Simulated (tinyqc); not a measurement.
# Worked calculation: p-type polysilicon, carrier trapping at grain boundaries

Program tinyqc, `OMP_NUM_THREADS=1 python tinyqc.py 2830270 2830271 out.jsonl`; Intel Xeon 2.30GHz, shared host, one thread, about 0.01 s. Printed values are rounded.

One-dimensional grains of size Lg, uniform ionised doping N, monovalent traps Qt at each boundary at a depth Et below (for electrons) or above (for holes) the band edge there, abrupt depletion of width W on each side of a boundary, Boltzmann statistics. xi is the distance from the band edge at the grain centre to the Fermi level. Trapped charge Qt/(1 + exp((xi + VB - Et)/Vt)) = 2 N W, barrier VB = q N W^2/(2 eps0 eps_r).

Parameters, values chosen for the exercise; values of the order met in polycrystalline silicon:
```
symbol    value        unit                                                              meaning
T           300           K                                                          temperature
eps_r      11.7                                                            relative permittivity
NB      2.65e19       cm^-3                                  valence-band density of states at T
Lg          110          nm                                                           grain size
Qt       8.1e11       cm^-2                                     trap density of a grain boundary
Et         0.41          eV  depth of the trap level from the majority band edge at the boundary
ms         0.56          m0                                         mass for thermionic emission
fe            1                                           correction factor of the emission rate
mug          62  cm^2/(V s)                                           mobility inside the grains
N        5.9e17       cm^-3                                                               doping
```

Constants: q = 1.602176634e-19 C, kB = 1.380649e-23 J/K, m0 = 9.1093837015e-31 kg, Vt = kB T/q, eps0 = 8.8541878128e-14 F/cm where lengths are in cm. Results are converted to the units shown.

Range of the model: VB is below Vt, where abrupt depletion and thermionic emission are rough.

## Starting value

W = 5.5 nm.

W at the start = 5.5 nm

## Iteration 1: new W

Partly depleted grain, xi = Vt ln(NB/N): f = 1/(1 + exp((xi + VB - Et)/Vt)), g = Qt f - 2 N W, g' = -2 Qt f (1 - f) VB/(W Vt) - 2 N, W(new) = W - g/g'.

VB = 0.01380140 V
f = 0.9999901
g = 1.609920e11 cm^-2
g' = -1.180016e11 cm^-2/nm
W after iteration 1 = 6.864321 nm

## Iteration 2: new W

As before.

VB = 0.02149775 V
f = 0.9999866
g = -6.582035e5 cm^-2
g' = -1.180026e11 cm^-2/nm
W after iteration 2 = 6.864315 nm

## Course of the iteration

Stop when the step is below 1e-10 nm, or after 40 iterations.

Course of the iteration:
```
iteration  W before the step (nm)  step (nm)
1                             5.5       1.36
2                        6.864321   -5.58e-6
3                        6.864315          0
```

Converged in 3 iterations.

## Depletion width, Fermi level and barrier

If the trap equation with xi = Vt ln(NB/N) has a root W < Lg/2, the grain is partly depleted; otherwise W = Lg/2 and the trap equation gives xi = Et - VB + Vt ln(Qt/(N Lg) - 1). N* = Qt/Lg.

N* = 7.363636e16 cm^-3
W = 6.864315 nm
xi = 0.09836111 V
VB = 0.02149771 V
share of traps filled = 0.9999866

N is 8.01 N*, and the grain is partly depleted; VB = 0.832 Vt.

## Resistivity and effective mobility

n0 = NB exp(-xi/Vt); mean density n0 (1 - 2 W/Lg) by charge balance in a partly depleted grain, and n0 (sqrt(pi)/2) erf(u)/u with u = sqrt(VB/Vt) in a fully depleted one; v = sqrt(kB T/(2 pi ms m0)); barrier resistivity Vt exp(VB/Vt)/(q fe n0 v Lg); grain resistivity (1 - 2 W/Lg)/(q n0 mug); effective mobility 1/(q mean density total resistivity).

n0 = 5.9e17 cm^-3
mean density = 5.163646e17 cm^-3
v = 3.594792e6 cm/s
barrier resistivity = 0.01588587 ohm cm
grain resistivity = 0.1493311 ohm cm
resistivity = 0.1652170 ohm cm
effective mobility = 73.16079 cm^2/(V s)

The resistivity is 0.968 times that of a single crystal with the same N and mobility mug, and the mean density is 87.5 % of N. The effective mobility exceeds mug only because drift through the depleted grain is left out.
